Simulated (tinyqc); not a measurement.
Velocity overshoot from momentum and energy balance equations after a field step. From steady velocity back to saturation velocity v_s. Computed by tinyqc, a small Python program. Command: `OMP_NUM_THREADS=1 python tinyqc.py 3028633 3028634 out.jsonl overshoot inv`. One thread of a shared host (Intel(R) Xeon(R) Processor @ 2.30GHz), about 0.2 s of CPU time with the checks.

At t = 0 the field jumps from 0 to F in a uniform sample. v is the drift velocity and u = w - (3/2) k_B T the excess energy per carrier.

Inputs (values chosen for the exercise, modelled on holes in silicon except for tau_E): effective mass m = 0.41 m_0; low-field mobility mu_0 = 450 cm^2/(V s); energy relaxation time tau_E = 0.42 ps; field after the step F = 190 kV/cm; lattice temperature T = 300 K.

Scheme: implicit in the damping.

Constants: m_0 = 9.1093837015e-31 kg; e = 1.602176634e-19 C; k_B = 8.617333262e-05 eV/K.

Method. dv/dt = e F/m - v/tau_m(u), du/dt = e F v - u/tau_E, tau_m(u) = tau_0/(1 + c u), tau_0 = m mu_0/e, c = mu_0/(e tau_E v_s^2); this choice gives the steady state v (1 + mu_0 F v/v_s^2) = mu_0 F, which saturates at v_s. Steady velocity v = 2 mu_0 F/(1 + sqrt(1 + 4 (mu_0 F/v_s)^2)); u = e F v tau_E; carrier temperature T + 2u/(3 k_B), neglecting the drift energy m v^2/2.

Task: A run gave the result below. Find the saturation velocity v_s, known to lie between 0.44 and 1.3 1e7 cm/s.

steady velocity = 0.8225307 1e7 cm/s

Result:

Each step takes the trial c = (a f_b - b f_a)/(f_b - f_a), f being the result less the target and a, b, c the logarithms of the listed values; c replaces end b, the old b replaces a if the sign of f changed, and otherwise f_a is halved.

Scan of the range:
```
saturation velocity v_s (1e7 cm/s)  steady velocity (1e7 cm/s)
0.440                                                  0.42882
0.527                                                  0.51101
0.631                                                  0.60815
0.756                                                  0.72332
0.906                                                  0.85927
1.090                                                  1.02273
1.300                                                  1.20492
```

False position (Illinois rule, in the logarithm of the input) inside the bracket:
```
step     end a     end b     trial  steady velocity (1e7 cm/s)
1     0.756000  0.906000  0.862754                    0.820322
2     0.906000  0.862754  0.865150                    0.822485
3     0.906000  0.865150  0.865248                    0.822574
4     0.865150  0.865248  0.865200                    0.822531
5     0.865248  0.865200  0.865200                    0.822531
```

Steady velocity rises at every point of a 13-point scan of the range (every second point is shown), so one value fits; it is bracketed by 0.756 and 0.906. Answer: saturation velocity v_s = 0.8652 1e7 cm/s.

Caution: the excess energy exceeds 0.5 eV, where non-parabolicity, upper valleys and impact ionisation matter.
